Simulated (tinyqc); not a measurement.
Trap density from two Hall measurements.

Question. p-type body, charge-sheet picture, full ionisation (an idealisation for deep acceptors), Boltzmann statistics for free electrons. e = Ec - EF at the surface. psi = Eg - Vt ln(Nv/Na) - e; N_dep = sqrt(2 eps0 eps_r Na (psi - Vt)/q); n_f = sqrt(N_dep^2 + 2 eps0 eps_r Vt Nc exp(-e/Vt)/q) - N_dep; Vg = Vfb + psi + q (N_dep + n_t + n_f)/Cox, Cox = eps0 eox/tox. Find e and n_t at both points and the mean trap density between them.

Parameters, values chosen for the exercise; band and dielectric values close to those of 4H silicon carbide:
```
symbol,value,unit,meaning
T,300,K,temperature
Eg,3.32,eV,band gap
eps_r,9.68,,relative permittivity
Nc,1.67e19,cm^-3,conduction-band density of states at T
Nv,2.51e19,cm^-3,valence-band density of states at T
eox,3.9,,relative permittivity of the insulator
tox,31,nm,insulator thickness
Na,1.1e16,cm^-3,acceptor density
Vfb,-2.69,V,flat-band voltage without trapped charge
```

Constants: q = 1.602176634e-19 C, kB = 1.380649e-23 J/K, Vt = kB T/q, eps0 = 8.8541878128e-14 F/cm where lengths are in cm. Results are converted to the units shown.

Vg (V): 3.0288074  4.5917921
free sheet density from the Hall effect (cm^-2): 4.5079971e9  5.4938003e10

Answer. Each n_f fixes e; what the gate voltage holds beyond psi, N_dep and n_f is trapped; the difference quotient is the density, smeared over a few Vt.

e (eV): 0.1750  0.1090
n_t (cm^-2): 1.338e12  2.322e12
mean trap density = 1.491e13 cm^-2 eV^-1

Computed by the program tinyqc: `OMP_NUM_THREADS=1 python tinyqc.py 2222246 2222247 out.jsonl`, one thread of a shared Intel Xeon 2.30GHz, about 0.02 s for the whole run.
